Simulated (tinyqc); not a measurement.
Ten-year voltage from two stress tests.

Question. Lifetimes follow tau = t0 exp(B/Vd). Ten years are 3.15576e8 s. Find B, t0 and the drain voltage for ten years.

lifetimes at Vd = 2.4 and 2.7 V (s): [4.1e5, 13332.8543]

Answer. ln(tau) is linear in 1/Vd.

B = 74.00 V
t0 = 1.667e-8 s
ten-year voltage = 1.974 V

tinyqc, about 0.01 s, one thread, Intel Xeon 2.30GHz (shared host): `OMP_NUM_THREADS=1 python tinyqc.py 2550158 2550159 out.jsonl`
